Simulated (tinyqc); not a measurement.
## Length offset and series resistance from crossing lines

Question. R_total = Rs + k (L - dL)/Vo with constant Rs, dL and k. Find k, dL and Rs.

R_total at (L, Vo) = (45, 0.39), (135, 0.39), (45, 0.85) and (135, 0.85), L in nm and Vo in V (ohm um): [548.97436, 1333.5897, 398, 758]

Answer. At each overdrive R is a straight line in L with slope k/Vo; the two lines cross at L = dL, R = Rs.

k = 3.40 ohm um V/nm
dL = 13.0 nm
Rs = 270 ohm um

Computed by the program tinyqc: `OMP_NUM_THREADS=1 python tinyqc.py 2282214 2282215 out.jsonl`, one thread of a shared Intel Xeon 2.30GHz, about 0.03 s for the whole run.
